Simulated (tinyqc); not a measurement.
# Ballistic Schottky-barrier transistor with a two-dimensional channel, WKB contacts, step by step

tinyqc, about 0.4 s, one thread, Intel Xeon 2.30GHz (shared host): `OMP_NUM_THREADS=1 python tinyqc.py 2390109 2390110 out.jsonl` Printed values are rounded.

Source Fermi level 0, drain Fermi level -Vd. Far from the contacts Ec = pn - psi, and the gate moves psi one to one; the band edges relax as exp(-x/lam) from pn at the source and pn - Vd at the drain; Ev = Ec - Eg. A carrier of energy w inside the channel band meets at a contact a barrier of height D (the contact edge beyond the channel edge): T = 1 for w >= D, else exp(-S), S = 4 lam sqrt(m/C) [sqrt(D - w) - sqrt(w) arctan sqrt((D - w)/w)], C = hbar^2/(2 m0). The two contacts combine as Ts Td/(Ts + Td - Ts Td).

Values chosen for this exercise; channel values close to those of a black phosphorus layer:
- T = 350 K (temperature)
- Eg = 0.455 eV (band gap)
- pn = 0.33 eV (barrier for electrons at both contacts)
- mn = 0.16 m0 (electron mass)
- mp = 0.14 m0 (hole mass)
- g = 1 (valleys or subbands)
- lam = 3 nm (screening length at the contacts)
- Vd = 0.1 V (drain bias)
- ps = 0.32 V (band shift psi of the channel by the gate)
- w0 = 0.095 eV (energy of one carrier inside the channel band)
- wm = 0.53 eV (upper end of the grid)
- nE = 13 (points of the grid)

Constants: q = 1.602176634e-19 C, kB = 1.380649e-23 J/K, hbar = 1.054571817e-34 J s, h = 6.62607015e-34 J s, m0 = 9.1093837015e-31 kg, Vt = kB T/q, hbar^2/(2 m0) = 0.0380998212 eV nm^2. Results are converted to the units shown.

Range of the model: No scattering, image-force lowering, channel charge or band-to-band tunnelling; parabolic kappa overstates S deep in the gap.

## Band edges and barriers

Electrons: Ds = psi, Dd = psi - Vd, Es = Ec, Ed = Ec + Vd. Holes: Ds = -psi, Dd = Vd - psi, Es = -Ev, Ed = -Ev - Vd. The size of each current is taken; both flow from drain to source and add.

Ec = 0.01 eV
Ev = -0.445 eV
D for electrons (eV): source 0.320000, drain 0.220000
D for holes (eV): source -0.320000, drain -0.220000

A negative D is no barrier. Here the electrons carry the larger current.

## Transmission of one of the electrons

S and T at both contacts for w = w0, and the tunnelling distance lam ln(D/w) at the higher barrier.

S at the source = 4.12626
S at the drain = 2.22296
combined T = 0.0142490
tunnelling distance = 3.64333 nm

## Current of the electrons on a coarse grid

I/W = g (2 q^2/h) int T(w) [N(Es + w) - N(Ed + w)] dw with w the energy of motion along the channel, N(y) = (1/2 pi) sqrt(pi m kB T/C) Fm(-y/kB T), Fm(x) = (1/sqrt(pi)) int_0^infinity u^(-1/2)/(1 + exp(u - x)) du. Electrons: Ds = psi, Dd = psi - Vd, Es = Ec, Ed = Ec + Vd. Holes: Ds = -psi, Dd = Vd - psi, Es = -Ev, Ed = -Ev - Vd. The size of each current is taken; both flow from drain to source and add. Simpson's rule on nE equally spaced w from 0 to wm.

```
point    w (eV)          Ts          Td           T  size of the supply difference (1/um)
0      0.000000  9.09033e-7  9.78856e-6  8.31788e-7                               46.2101
1      0.044167  0.00115408   0.0101044  0.00103685                               14.3366
2      0.088333   0.0122933   0.0855771   0.0108659                               3.61165
3      0.132500   0.0581431    0.311673   0.0515266                              0.852958
4      0.176667    0.177030    0.693490    0.164184                              0.198206
5      0.220833    0.397976           1    0.397976                             0.0458823
6      0.265000    0.700719           1    0.700719                             0.0106118
7      0.309167    0.971142           1    0.971142                            0.00245383
8      0.353333           1           1           1                            5.67386e-4
9      0.397500           1           1           1                            1.31192e-4
10     0.441667           1           1           1                            3.03345e-5
11     0.485833           1           1           1                            7.01398e-6
12     0.530000           1           1           1                            1.62178e-6
```

current = 0.545324 uA/um

A converged quadrature gives 0.5459 uA/um; this grid is 0.10 % below that. 0.733 % of it passes over both barriers, the rest tunnels. The other carrier adds 0.00228 uA/um.
